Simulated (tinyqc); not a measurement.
Sharing a fixed EOT between the layers.

Without charge in the stack, a voltage of 1 V over an EOT of 1.4 nm gives F1 = (V/EOT)(3.9/e1) and F2 = F1 e1/e2; t2 = e2 (EOT/3.9 - t1/e1).

Values chosen for this exercise: relative permittivity of layer 1 e1 = 7.79; relative permittivity of layer 2 e2 = 21.8.

Sharing a fixed EOT between the layers:
```
t1 (nm)  t2 (nm)  physical thickness (nm)  drop over layer 1 (V)  drop over layer 2 (V)
0          7.826                    7.826                      0                  1.000
0.34       6.874                    7.214                 0.1216                 0.8784
0.68       5.923                    6.603                 0.2432                 0.7568
1.02       4.971                    5.991                 0.3648                 0.6352
1.36       4.020                    5.380                 0.4863                 0.5137
1.7        3.068                    4.768                 0.6079                 0.3921
2.04       2.117                    4.157                 0.7295                 0.2705
2.38       1.165                    3.545                 0.8511                 0.1489
```

What does the comparison show?

Each 0.1 nm of layer 1 costs 0.280 nm of layer 2, so the physical thickness falls from 7.83 to 3.55 nm. The fields do not change, 3.58 MV/cm in layer 1 and 1.28 MV/cm in layer 2, and layer 1 takes half of the voltage at t1 = 1.40 nm.

Computed by the program tinyqc: `OMP_NUM_THREADS=1 python tinyqc.py 2010053 2010054 out.jsonl`, one thread of a shared Intel Xeon 2.30GHz, about 0.01 s for the whole run.
